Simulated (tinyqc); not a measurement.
## Slope factor and drain-induced lowering from three currents

Inverse problem. With source and body at 0 V, I = A exp((Vg + dd Vd)/(nf Vt)) (1 - exp(-Vd/Vt)). Find nf, the swing nf Vt ln 10 and dd.

Parameters, values chosen for the exercise: temperature T = 300 K.

Constants: q = 1.602176634e-19 C, kB = 1.380649e-23 J/K, Vt = kB T/q. Results are converted to the units shown.

currents at (Vg, Vd) = (0, 0.05), (0, 1.2) and (0.1, 1.2) V (nA/um): [0.0072941243, 1.4938118, 18.118371]

Solution. The pair at equal Vd gives nf; the pair at equal Vg, after dividing out the factors 1 - exp(-Vd/Vt), gives dd.

nf = 1.55
swing = 92.3 mV/decade
dd = 0.180

tinyqc, about 0.03 s, one thread, Intel Xeon 2.30GHz (shared host): `OMP_NUM_THREADS=1 python tinyqc.py 2242104 2242105 out.jsonl`
